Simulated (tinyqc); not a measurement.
Grain-boundary trapping model (Seto) of a polycrystalline semiconductor film: one step, computed by the program tinyqc.

Grains of equal size L are joined by thin boundaries with one trap level. Trapped carriers deplete a width W on each side and raise a barrier, crossed by thermionic emission. Dopants are fully ionised, statistics are non-degenerate and mu_g does not depend on T.

Task: Barrier. N_c(T) = N_c (T/300 K)^(3/2). Filled traps Q = Q_t/(1 + (1/2) exp((E_t* - E_F)/k_B T)), where E_t* = e V_B - E_t and E_F are counted from the band edge at the grain centre. Partial depletion: Q = 2 N W, V_B = e N W^2/(2 eps eps_0), E_F = k_B T ln(N/N_c); solve for W. If that W would exceed L/2 the grain is fully depleted: W = L/2, Q = N L, and E_F follows from the trap equation. Centre density n_0 = N_c exp(E_F/k_B T).

Inputs (values chosen for the exercise, modelled on polycrystalline germanium):
```
quantity                                     value    unit
permittivity eps                                16       -
effective density of states at 300 K, N_c  6.2e+18  1/cm^3
grain size L                                   250      nm
trap density Q_t                           4.1e+11  1/cm^2
trap level E_t below the band edge            0.21      eV
doping N                                   1.5e+16  1/cm^3
temperature T                                  300       K
```

Grain interior: resistance included.

Constants: k_B = 8.617333262e-05 eV/K; e = 1.602176634e-19 C; eps_0 = 8.8541878128e-12 F/m.

Give: depletion width W; barrier V_B; E_F; centre density n_0.

Result:

depletion width W = 84.12 nm

barrier V_B = 0.06002 V

E_F = -0.1557 eV

centre density n_0 = 1.50e+16 1/cm^3

The grain is partly depleted; 61.5 % of the traps are filled, and they hold 67.3 % of the carriers.
